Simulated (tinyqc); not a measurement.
Gap and screening length from two transmissions.

Question. At the source junction of a tunnel FET, T(w) = exp(-S), S = 2 pi lam sqrt(m/(C Eg)) [w + Eg/2 - sqrt(w (w + Eg))], C = hbar^2/(2 m0). Find Eg (between 0.1 and 3 eV) and lam.

Inputs (values chosen for the exercise): band-edge mass of the two-band model m = 0.041 m0.

Constants: q = 1.602176634e-19 C, hbar = 1.054571817e-34 J s, m0 = 9.1093837015e-31 kg, hbar^2/(2 m0) = 0.0380998212 eV nm^2. Results are converted to the units shown.

T(w) at w = 0.1 and 0.27 eV: [0.014609893, 0.066497466]

Answer. The ratio of the two exponents depends on Eg alone and falls steadily with it, which fixes Eg; either exponent then gives lam.

ratio of the two S = 1.56
Eg = 0.663 eV
lam = 3.40 nm

tinyqc, about 0.01 s, one thread, Intel Xeon 2.30GHz (shared host): `OMP_NUM_THREADS=1 python tinyqc.py 2620017 2620018 out.jsonl`
